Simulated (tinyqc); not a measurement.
Power transistor in saturation, electro-thermal loop: one step of the calculation.

One temperature T for the device, T = T0 + Rth P(T), with P(T) = V I0 (T/300 K)^(-al) [1 + kv (T - 300 K)/Vov]^2. The loop gain is Rth dP/dT; a solution is thermally stable when it is below one.

Task. Temperature by substitution. P(T) = V I0 (T/300 K)^(-al) [1 + kv (T - 300 K)/Vov]^2; T(new) = T0 + Rth P(T).

Inputs (values chosen for the exercise): ambient temperature T0 = 320 K; drain voltage V = 28 V; saturation current at 300 K I0 = 1.8 A; exponent of the mobility al = 1.3; overdrive at 300 K Vov = 1.4 V; fall of the threshold with temperature kv = 3.7 mV/K; thermal resistance Rth = 1.1 K/W.

T at the start = 320 K

Wanted: P; T after iteration 1.

Result.

P = 51.37 W
T after iteration 1 = 376.5 K

tinyqc, about 0.01 s, one thread, Intel Xeon 2.30GHz (shared host): `OMP_NUM_THREADS=1 python tinyqc.py 2520005 2520006 out.jsonl`
